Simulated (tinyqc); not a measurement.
A and C from the efficiency peak.

Inverse problem. ABC model of an LED: J = q da (A n + Ba n^2 + Ca n^3), IQE = Ba n^2/(A n + Ba n^2 + Ca n^3), differential lifetime 1/(A + 2 Ba n + 3 Ca n^2). The peak lies at n = sqrt(A/Ca). Given Ba, find n at the peak, A and Ca.

Parameters, values chosen for the exercise: radiative coefficient of the active layer Ba = 1.6e-11 cm^3/s; thickness of the active layer da = 15 nm.

Constants: q = 1.602176634e-19 C. Results are converted to the units shown.

peak IQE = 84.626782 %
J at the peak = 1.9827245 A/cm^2

Answer. IQE J = q da Ba n^2 gives n. At the peak A n = Ca n^3, each being half of the non-radiative rate Ba n^2 (1/IQE - 1).

n at the peak = 6.606e17 cm^-3
A = 9.600e5 1/s
Ca = 2.200e-30 cm^6/s

Computed by the program tinyqc: `OMP_NUM_THREADS=1 python tinyqc.py 2300114 2300115 out.jsonl`, one thread of a shared Intel Xeon 2.30GHz, about 0.01 s for the whole run.
